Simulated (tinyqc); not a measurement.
From results back to parameters: Lorentz oscillators and the Kramers-Kronig relations. Five cases, with inputs chosen for the exercise.

Problem. Below the gap a single undamped oscillator gives n^2 - 1 = Eo Ed/(Eo^2 - E^2) (Wemple-DiDomenico). Two refractive indices were computed from hidden Eo and Ed.

Case 1.

Values chosen: Ea = 0.91 eV; Eb = 2.45 eV.
n(Ea) = 1.756031
n(Eb) = 1.787328

Case 2.

Values chosen (out of a larger set: line positions loosely like those of SiO2; Lorentz tails absorb below the gap, where the real solid is clear; not measured data): Ea = 1.03 eV; Eb = 2.43 eV.

n(Ea) = 1.444737
n(Eb) = 1.456992

Case 3.

Values chosen (out of a larger set: line positions loosely like those of SiC; Lorentz tails absorb below the gap, where the real solid is clear; not measured data): Ea = 0.93 eV; Eb = 2.2 eV.

n(Ea) = 2.312907
n(Eb) = 2.378897

Case 4.

Values chosen (out of a larger set: line positions loosely like those of GaAs; Lorentz tails absorb below the gap, where the real solid is clear; not measured data): Ea = 1.16 eV; Eb = 2.23 eV.

n(Ea) = 2.942443
n(Eb) = 3.206365

Case 5.

Values chosen: Ea = 1.07 eV; Eb = 1.85 eV.
n(Ea) = 1.111474
n(Eb) = 1.113322

Find: Eo; Ed; n at E = 0.
Solution. 1/(n^2 - 1) = Eo/Ed - E^2/(Eo Ed) is a straight line in E^2: slope -1/(Eo Ed), intercept Eo/Ed.

Case 1.

Eo = 10.16 eV
Ed = 21.0 eV
n at E = 0 = 1.751

Case 2.

Eo = 12.41 eV
Ed = 13.4 eV
n at E = 0 = 1.442

Case 3.

Eo = 7.79 eV
Ed = 33.4 eV
n at E = 0 = 2.299

Case 4.

Eo = 4.70 eV
Ed = 33.8 eV
n at E = 0 = 2.862

Case 5.

Eo = 11.57 eV
Ed = 2.7 eV
n at E = 0 = 1.111

Computed by tinyqc, one run a case: `OMP_NUM_THREADS=1 python tinyqc.py N N+1 out.jsonl` with N = 1650078, 1650079, 1650092, 1650104, 1650132; one thread of a shared Intel(R) Xeon(R) Processor @ 2.30GHz, about 0.2 s a run at most.
